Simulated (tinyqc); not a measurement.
# Absorption edge of a degenerate semiconductor, band filling against gap narrowing: effects of single changes

n-type, parabolic bands, full ionisation. eta = (EF - Ec)/kB T solves N = Nc F12(eta), F12(x) = (2/sqrt(pi)) int_0^infinity sqrt(u)/(1 + exp(u - x)) du. The gap shrinks rigidly by dEg = a3 y^(1/3) + a4 y^(1/4) + a2 y^(1/2), y = N/1e18 cm^-3, an empirical law that is here taken as the true narrowing.

Parameters, values chosen for the exercise; band and dielectric values close to those of indium phosphide: temperature T = 300 K; band gap Eg = 1.33 eV; conduction-band density of states at 300 K, from me Nc = 5.76e17 cm^-3; electron mass me = 0.0808 m0; hole mass mh = 0.611 m0; coefficient of (N/1e18)^(1/3) a3 = 8.2 meV; coefficient of (N/1e18)^(1/4) a4 = 6.8 meV; coefficient of (N/1e18)^(1/2) a2 = 2.4 meV.

Constants: q = 1.602176634e-19 C, kB = 1.380649e-23 J/K, Vt = kB T/q. Results are converted to the units shown.

Each table varies one quantity; the others keep the values above.

## The optical edge against doping

Vertical transitions need an empty final state: the edge is taken where the state lies 4 kB T below EF, E_opt = Eg - dEg + (1 + me/mh) max(eta - 4, 0) kB T; wavelength h c/(q E_opt).

The optical edge against doping:
```
N (cm^-3)       eta  dEg (meV)  filling shift (meV)  E_opt (eV)
1.3e17      -1.4090     9.1024                    0      1.3209
2.9e17     -0.50946     11.710                    0      1.3183
6.2e17      0.44862     14.916                    0      1.3151
1.3e18       1.5883     18.947                    0      1.3111
2.9e18       3.2873     24.654                    0      1.3053
6.2e18       5.7468     31.770               51.130      1.3494
1.3e19       9.5687     40.846               163.00      1.4522
2.9e19       16.434     53.897               363.96      1.6401
6.3e19       27.621     70.835               691.39      1.9506
```

What does the table show?

E_opt goes from 1.32 through a minimum of 1.31 (at N = 2.9e18 cm^-3 among the rows listed) to 1.95 eV, against Eg = 1.33 eV; the filling shift is 0 while eta is below 4. At the end narrowing grows as N^(0.35) and EF - Ec as N^(0.67). Filling therefore wins at high density. For N = 1.3e19, 2.9e19, 6.3e19 EF lies more than 0.2 eV in the band, where non-parabolicity lowers it markedly.

## Approximations to the Fermi level

With u = N/Nc: Boltzmann ln u; Joyce-Dixon ln u + 0.353553 u - 4.95009e-3 u^2 + 1.48386e-4 u^3 - 4.42563e-6 u^4; degenerate limit (3 sqrt(pi) u/4)^(2/3). The Einstein ratio is D/(mu Vt) = F12/Fm, Fm(x) = dF12/dx = (1/sqrt(pi)) int_0^infinity u^(-1/2)/(1 + exp(u - x)) du.

Approximations to the Fermi level:
```
N (cm^-3)      N/Nc       eta  Boltzmann  Joyce-Dixon  degenerate  D/(mu Vt)
2.7e16     0.046875   -3.0437    -3.0603      -3.0437     0.15718     1.0166
7.1e16      0.12326   -2.0499    -2.0934      -2.0499     0.29944     1.0434
1.8e17      0.31250   -1.0531    -1.1632      -1.0531     0.55675     1.1095
4.7e17      0.81597  0.081898   -0.20337     0.081897      1.0557     1.2821
1.2e18       2.0833    1.4503    0.73397       1.4503      1.9721     1.6973
3.1e18       5.3819    3.4623     1.6830       3.4619      3.7129     2.6727
8.1e18       14.062    6.9227     2.6435       6.8760      7.0437     4.7829
2.1e19       36.458    13.231     3.5962       9.2781      13.293     8.9044
```

What does the comparison show?

Boltzmann is within 0.1 of eta up to N/Nc = 0.12, Joyce-Dixon within 0.01 up to 5.4, and the degenerate limit is off by 0.062 in the last row. The Einstein ratio rises from 1.02 to 8.90: degenerate carriers diffuse faster for the same mobility.

Range of the model: Band tails, non-parabolic bands and incomplete ionisation are left out.

Computed by the program tinyqc: `OMP_NUM_THREADS=1 python tinyqc.py 2330092 2330093 out.jsonl`, one thread of a shared Intel Xeon 2.30GHz, about 0.01 s for the whole run.
